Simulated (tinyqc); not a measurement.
On-chip power grid, static voltage drop by conjugate gradients: two steps of the calculation.

A grid of 4 rows and 3 columns, node k = 3 row + column. Neighbours in a row are joined by Rx, in a column by Ry; pad nodes, which reach the supply through Rp: 0, 11. Each node draws I0, node 7 draws kh I0. The drops u = Vdd - V solve G u = i, with G the conductance matrix (1/Rp added on the diagonal at pad nodes).

Values chosen for this exercise: supply voltage Vdd = 1 V; resistance of a horizontal segment Rx = 0.76 ohm; resistance of a vertical segment Ry = 1.2 ohm; resistance from a pad node to the supply Rp = 0.13 ohm; load current of an ordinary node I0 = 6.5 mA; factor on the load at the hot node kh = 8.

Problem 1. Conjugate-gradient step. q = G p; a = (r.r)/(p.q); u(new) = u + a p; r(new) = r - a q; b = (r.r)(new)/(r.r); p(new) = r(new) + b p.

u after iteration 1 (mV):
```
          col 0      col 1     col 2
row 0  2.157093   2.157093  2.157093
row 1  2.157093   2.157093  2.157093
row 2  2.157093  17.256740  2.157093
row 3  2.157093   2.157093  2.157093
```

r after iteration 1 (mA):
```
            col 0       col 1       col 2
row 0  -10.093019    6.500000    6.500000
row 1    6.500000   19.083040    6.500000
row 2   26.367957  -12.901994   26.367957
row 3    6.500000   19.083040  -10.093019
```

p after iteration 1 (mA):
```
           col 0      col 1      col 2
row 0  -4.553916  12.039103  12.039103
row 1  12.039103  24.622143  12.039103
row 2  31.907060  31.410830  31.907060
row 3  12.039103  24.622143  -4.553916
```

Wanted: q; a; u after iteration 2; r after iteration 2; b; p after iteration 2.

Solution 1.

q (mA S):
```
        col 0  col 1    col 2
row 0  -70.69  11.35     0.00
row 1  -19.29  37.94   -33.11
row 2   33.77  10.01    47.59
row 3  -33.11  49.29  -103.80
```

a = 0.54443 ohm

u after iteration 2 (mV):
```
        col 0   col 1   col 2
row 0  -0.322   8.712   8.712
row 1   8.712  15.562   8.712
row 2  19.528  34.358  19.528
row 3   8.712  15.562  -0.322
```

r after iteration 2 (mA):
```
        col 0    col 1   col 2
row 0  28.393    0.322   6.500
row 1  17.000   -1.574  24.528
row 2   7.985  -18.351   0.457
row 3  24.528   -7.751  46.421
```

b = 1.8364

p after iteration 2 (mA):
```
        col 0   col 1   col 2
row 0  20.030  22.431  28.609
row 1  39.109  43.643  46.637
row 2  66.579  39.333  59.051
row 3  46.637  37.465  38.058
```

Problem 2. Worst drop, pad currents and power lost. Pad current u/Rp; worst drop as a share of Vdd; power lost in the grid and pads sum_k i_k u_k; power delivered sum_k i_k (Vdd - u_k).

converged u (mV):
```
           col 0      col 1      col 2
row 0   7.484702  28.476968  36.588977
row 1  35.628579  41.014216  41.597412
row 2  47.468818  53.334265  39.726683
row 3  42.247827  34.001200   8.570298
```

Find: worst drop; share of Vdd; pad currents; power lost; power delivered.

Solution 2.

worst drop = 53.33 mV
share of Vdd = 5.333 %
pad currents (mA): node 0 57.57, node 11 65.93
power lost = 5.132 mW
power delivered = 118.4 mW

The pad currents add up to the total load, 123.5 mA. The worst drop is at node 7; the hot node is 7.

Computed by the program tinyqc: `OMP_NUM_THREADS=1 python tinyqc.py 2770215 2770216 out.jsonl`, one thread of a shared Intel Xeon 2.30GHz, about 0.1 s for the whole run.
